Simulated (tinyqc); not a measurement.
Comparisons within one model: trap in a gate oxide as a short-range spherical well. A value that a table varies takes the place of the one given here.

A spherical well of radius R and depth V0 below the conduction edge, one mass m, c = hbar^2/2m0. The s level at binding Et solves k cot(k R) = -kappa with k = sqrt(m (V0 - Et)/c), kappa = sqrt(m Et/c); it exists for V0 > Vc = c (pi/2R)^2/m. Outside, psi falls as exp(-kappa r)/r.

Lucovsky model (delta well, plane-wave final states, no local-field factor): sigma = (32 pi alpha c/(3 n_r m Et)) (x - 1)^(3/2)/x^3, x = h nu/Et, c = hbar^2/2m0; 1 angstrom^2 = 1e-16 cm^2.

Energies from the conduction edge of the channel. The trap level at depth x is E_T = dEc - Et - e Fox x (1 MV/cm = 0.01 eV/angstrom). An electron at the channel edge tunnels with the WKB exponent S = (4/3) sqrt(m/c) [dEc^(3/2) - (dEc - e Fox x)^(3/2)]/(e Fox), c = hbar^2/2m0; tau = t0 exp(S); the occupation is f = 1/(1 + exp((E_T - EF)/kB T)), tau_c = tau/f and tau_e = tau/(1 - f). Lattice relaxation is left out; a level below the channel edge needs phonons as well, so tau is then a lower bound, while a level above it can also empty elastically at its own energy, through a thinner barrier, faster than this tau.

Constants: hbar^2/2m0 = 3.80998211 eV angstrom^2; fine-structure constant alpha = 0.007297352564; kB = 8.617333262e-05 eV/K.

Values chosen for the exercise (near those of SiO2 on 4H SiC; not measured data):
- R = 4.7 angstrom (radius of the well)
- m = 0.454 m0 (mass)
- fV = (1.03, 1.09, 1.2, 1.68, 2.24, 3.07, 4.84) (V0/Vc)
- n_r = 1.45 (refractive index)
- xs = (1.08, 1.17, 1.55, 1.93, 2.23, 2.89, 4.12, 8.01) (photon energies h nu/Et)
- dEc = 2.73 eV (conduction offset to the channel)
- Fox = 1.6 MV/cm (oxide field, lowering levels away from the channel)
- t0 = 0.4 x 1e-11 s (time constant at the interface)
- T = 200 K (temperature)
- EF = -0.08 eV (Fermi level above the channel edge)
- ds = (3, 6, 9, 12, 15, 18) angstrom (depths)
- V0 = 3.92 eV (depth of the well)
- x = 10 angstrom (depth of the trap)

## From threshold to a deep level

Et against the depth at fixed R; near threshold Et = (pi^2/16)(V0 - Vc)^2/Vc.

Results:

| V0/Vc | V0 (eV) | Et (eV) | threshold form (eV) | 1/kappa (angstrom) | share outside |
|---|---|---|---|---|---|
| 1.03 | 0.965 | 0.0005092 | 0.0005204 | 128.4 | 0.964 |
| 1.09 | 1.022 | 0.004395 | 0.004684 | 43.7 | 0.899 |
| 1.20 | 1.125 | 0.02020 | 0.02313 | 20.4 | 0.798 |
| 1.68 | 1.575 | 0.1802 | 0.2674 | 6.8 | 0.524 |
| 2.24 | 2.100 | 0.4763 | 0.8891 | 4.2 | 0.365 |
| 3.07 | 2.878 | 1.023 | 2.478 | 2.9 | 0.244 |
| 4.84 | 4.537 | 2.383 | 8.526 | 1.9 | 0.136 |

The threshold form holds to 10 % up to V0/Vc = 1.09 of those listed. There the state is mostly outside the well (96 % in the first row) and knows only Et, which is why a delta-well model works; more than half is inside from V0/Vc = 2.24 on. A second s level would need V0/Vc > 9.

## Neutral against charged centre

Et = 1.85749 eV

Lucovsky cross-section, its shape relative to the peak, and the shape of a hydrogen-like centre relative to threshold: x^-4 exp(4 - 4 atan(e)/e)/(1 - exp(-2 pi/e)), e = sqrt(x - 1).

Results:

| x | h nu (eV) | sigma (1e-18 cm^2) | relative to peak | hydrogen-like |
|---|---|---|---|---|
| 1.08 | 2.006 | 1.37 | 0.144 | 0.814 |
| 1.17 | 2.173 | 3.33 | 0.350 | 0.656 |
| 1.55 | 2.879 | 8.35 | 0.876 | 0.303 |
| 1.93 | 3.585 | 9.51 | 0.998 | 0.163 |
| 2.23 | 4.142 | 9.37 | 0.984 | 0.108 |
| 2.89 | 5.368 | 8.20 | 0.861 | 0.051 |
| 4.12 | 7.653 | 6.00 | 0.630 | 0.018 |
| 8.01 | 14.879 | 2.75 | 0.289 | 0.002 |

The short-range centre starts from zero, reaches half its peak at x = 1.24 and peaks at x = 2; in the last row it still has 29 % of the peak. The Coulomb centre is largest at threshold and is down to 0.2 % there. Reading the peak as the threshold would misplace the level by a factor 2, here 1.86 eV. Rows above the gap, about 9 eV, are hidden by band-to-band absorption.

## Depth of the trap

Each depth has its own level and time; the corner frequency is 1/(2 pi tau).

Results:

| x (angstrom) | E_T (eV) | S | tau (s) | corner (Hz) | f |
|---|---|---|---|---|---|
| 3 | 0.825 | 3.41 | 1.2e-10 | 1.3e+09 | 0.000 |
| 6 | 0.777 | 6.78 | 3.5e-09 | 4.5e+07 | 0.000 |
| 9 | 0.729 | 10.13 | 1.0e-07 | 1.6e+06 | 0.000 |
| 12 | 0.681 | 13.45 | 2.8e-06 | 5.8e+04 | 0.000 |
| 15 | 0.633 | 16.73 | 7.4e-05 | 2.2e+03 | 0.000 |
| 18 | 0.585 | 19.98 | 0.0019 | 84 | 0.000 |

tau spans 7.2 decades, one decade for each 2.05 angstrom at the start and 2.12 at the end, where the field has thinned the barrier. Traps spread evenly in depth are thus spread nearly evenly in ln tau; if levels near EF exist at every depth, this sums to 1/f noise and to charging that grows as ln t. With the single Et of this table only depths where f is neither 0 nor 1 contribute. The level stays above EF at all these depths.

## What each parameter does

Et from the well, then the level and the time. Each row changes one parameter from the base and keeps the others.

Results:

| case | Et (eV) | E_T (eV) | log10 tau (s) | ln(tau_c/tau_e) |
|---|---|---|---|---|
| base | 1.857 | 0.713 | -6.52 | 46.0 |
| x = 12 angstrom | 1.857 | 0.681 | -5.56 | 44.1 |
| Fox = 2.6 MV/cm | 1.857 | 0.613 | -6.56 | 40.2 |
| dEc = 2.51 eV | 1.857 | 0.493 | -6.72 | 33.2 |
| m = 0.499 m0 | 1.989 | 0.581 | -6.28 | 38.4 |
| V0 = 4.12 eV | 2.026 | 0.544 | -6.52 | 36.2 |
| T = 250 K | 1.857 | 0.713 | -6.52 | 36.8 |
| EF = -0.03 eV | 1.857 | 0.713 | -6.52 | 43.1 |

The largest shifts from the base row, up to three for each result and ties (the steps differ in size, so this ranks the rows, not the parameters). Et (eV): V0 +0.168, m +0.132; unchanged at the printed digits by x, Fox, dEc, T and EF. E_T (eV): dEc -0.220, V0 -0.168, m -0.132; unchanged at the printed digits by T and EF. log10 tau (s): x +0.96, m +0.24, dEc -0.21; unchanged at the printed digits by V0, T and EF. ln(tau_c/tau_e): dEc -12.8, V0 -9.8, T -9.2.

Program tinyqc; command `OMP_NUM_THREADS=1 python tinyqc.py 1250472 1250473 out.jsonl`; about 0.01 s on one thread of a shared Intel(R) Xeon(R) Processor @ 2.30GHz.
